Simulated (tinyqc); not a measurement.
Inside a calculation: free-carrier optics of a doped semiconductor (Drude model with one polar phonon). Values are carried at full precision from step to step, so a last printed digit may differ when a step is redone from the rounded ones.

eps(E) = ei [1 - Ep^2/(E^2 + i E Gam)] + (es - ei) wT^2/(wT^2 - E^2 - i E gT), with Ep^2 = 8 pi c (e^2/(4 pi eps0)) N/(m ei), c = hbar^2/2m0, N in 1/angstrom^3 (1e-24 per 1/cm^3); Gam = hbar/tau, tau = mu m m0/e with m0/e = 5.685630e-12 kg/C and mu in m^2/(V s). Energies in meV.

Constants: hbar^2/2m0 = 3.80998211 eV angstrom^2; e^2/(4 pi eps0) = 14.39964547 eV angstrom; hbar = 6.58211957e-16 eV s; hbar c = 1973.269805 eV angstrom.

Values chosen for the exercise (mass and dielectric values near those of GaAs; N and mu are free inputs; interband absorption and the rise of the mass with filling are left out; the results hold for these values, not for the real material): N = 1.5e+18 1/cm^3 (carrier density); m = 0.0716 m0 (conductivity mass); mu = 1900 cm^2/(V s) (mobility); ei = 10.67 (high-frequency dielectric constant); wT = 33 meV (TO phonon); es = 12.65 (static dielectric constant); gT = 0.6 meV (phonon damping); E = 36 meV (photon energy).

## Plasma energy and damping

Evaluate Ep, tau, Gam, the plasma wavelength hc/Ep (hc = 1239.841984 eV nm) and the dc resistivity 1/(e N mu), e = 1.602176634e-19 C.

Ep = 52.031 meV
tau = 77.35 fs
Gam = 8.510 meV
plasma wavelength = 23.83 micrometre
rho = 0.00219 ohm cm

Ep/Gam = 6.11: the plasma edge is sharp.

## Dielectric function at one energy

Insert the numbers.

free-carrier term = -21.1093+4.9899i
eps = -20.7436+6.0651i

## Optical constants

n + i k = sqrt(eps1 + i eps2) with k >= 0; R = ((n - 1)^2 + k^2)/((n + 1)^2 + k^2) at normal incidence from vacuum; alpha = 2 E k/(hbar c), times 1e8 for 1/cm; loss function Im(-1/eps) = eps2/(eps1^2 + eps2^2).

Convert eps at the photon energy E (in meV) into the optical constants.

n = 0.6590
k = 4.6019
R = 0.8898
alpha = 1.68e+04 1/cm

Light of this energy penetrates 1/alpha = 0.596 micrometre.

## Coupled plasmon-phonon modes

Without damping eps = 0 gives E^4 - (wL^2 + Ep^2) E^2 + Ep^2 wT^2 = 0 with wL = wT sqrt(es/ei) (Lyddane-Sachs-Teller).

wL = 35.93 meV

L-, L+ (meV): [31.23, 54.98]

L+ lies 2.95 meV above the larger of wL and Ep; L- lies below wT by 1.77 meV.

## Checks

- Integral of E eps2 of the free-carrier term against (pi/2) ei Ep^2 (meV^2): both 45375.

(tinyqc, `OMP_NUM_THREADS=1 python tinyqc.py 1650971 1650972 out.jsonl`, Intel(R) Xeon(R) Processor @ 2.30GHz, 1 thread, shared host, about 0.01 s.)
